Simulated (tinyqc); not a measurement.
## Biaxially strained (001) channel, valley splitting in an inversion layer: effect of the temperature

A thin layer grown on a relaxed buffer is stretched in the plane. The two valleys with their long axis along the growth direction (D2) sink against the four in-plane ones (D4); confinement in a triangular well splits them too. Only the lowest subband of each set is kept; one relaxation time, so the weakening of intervalley scattering is left out.

e_par = b1 x, e_perp = -2 (c12/c11) e_par, splitting D = Xu (e_par - e_perp), in-plane stress (c11 + c12 - 2 c12^2/c11) e_par. Levels E(m) = 2.33811 (hbar^2 q^2 F^2/(2 m))^(1/3): E2 = E(ml), E4 = E(mt) + D; N2 = 2 mt kB T/(pi hbar^2), N4 = 4 sqrt(mt ml) kB T/(pi hbar^2). EF solves Ns = N2 ln(1 + exp((EF - E2)/Vt)) + N4 ln(1 + exp((EF - E4)/Vt)); f2 is the share in D2, and 1/mc = f2/mt + (1 - f2)(1/mt + 1/ml)/2. The gain is mc(x = 0)/mc.

Parameters, values chosen for the exercise; values close to those of silicon on relaxed silicon-germanium:

| symbol | value | unit | meaning |
|---|---|---|---|
| x | 0.17 |  | germanium share of the relaxed buffer |
| b1 | 0.0418 |  | lattice mismatch per unit x |
| c11 | 167 | GPa | elastic constant |
| c12 | 62.1 | GPa | elastic constant |
| Xu | 8.84 | eV | shear deformation potential |
| ml | 0.934 | m0 | longitudinal mass |
| mt | 0.194 | m0 | transverse mass |
| F | 0.58 | MV/cm | confining field |
| Ns | 3.8e12 | cm^-2 | inversion density |

Constants: q = 1.602176634e-19 C, kB = 1.380649e-23 J/K, hbar = 1.054571817e-34 J s, m0 = 9.1093837015e-31 kg, Vt = kB T/q, hbar^2/(2 m0) = 0.0380998212 eV nm^2. Results are converted to the units shown.

The same in every row: D (meV) = 109.5.

Effect of the temperature:

| T (K) | f2 without strain | f2 | mc (m0) | gain |
|---|---|---|---|---|
| 150 | 0.9808 | 1.000 | 0.1940 | 1.008 |
| 195 | 0.9397 | 0.9999 | 0.1940 | 1.024 |
| 240 | 0.8819 | 0.9993 | 0.1941 | 1.049 |
| 285 | 0.8185 | 0.9971 | 0.1942 | 1.076 |
| 330 | 0.7569 | 0.9923 | 0.1946 | 1.103 |
| 375 | 0.7007 | 0.9838 | 0.1953 | 1.127 |
| 420 | 0.6509 | 0.9711 | 0.1963 | 1.147 |
| 465 | 0.6075 | 0.9543 | 0.1976 | 1.163 |

As T goes from 150 to 465 K, f2 falls from 1.00 to 0.954 (without strain: it falls from 0.981 to 0.607) and the gain rises from 1.01 to 1.16.

Program tinyqc, `OMP_NUM_THREADS=1 python tinyqc.py 2530092 2530093 out.jsonl`; Intel Xeon 2.30GHz, shared host, one thread, about 0.01 s.
